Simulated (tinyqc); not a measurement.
Coupled-perturbed Hartree-Fock on RHF in the sto-3g basis, for H4, spin multiplicity 1, step by step. One step of it, computed by the program tinyqc.

Problem. Orthogonalisation. S = U s U^T; symmetric (Loewdin) form X = U s^(-1/2) U^T, so that X^T S X = 1.

overlap S, order 1H 1s, 2H 1s, 3H 1s, 4H 1s:
```
[[1.000000, 0.543546, 0.064555, 0.009978],
 [0.543546, 1.000000, 0.281980, 0.064555],
 [0.064555, 0.281980, 1.000000, 0.543546],
 [0.009978, 0.064555, 0.543546, 1.000000]]
```

Give: eigenvalues of S; X.

Solution.

eigenvalues of S: [0.3561, 0.5229, 1.3519, 1.7691]

X, order 1H 1s, 2H 1s, 3H 1s, 4H 1s:
```
[[1.1464, -0.3502, 0.0422, -0.0101],
 [-0.3502, 1.1889, -0.1904, 0.0422],
 [0.0422, -0.1904, 1.1889, -0.3502],
 [-0.0101, 0.0422, -0.3502, 1.1464]]
```
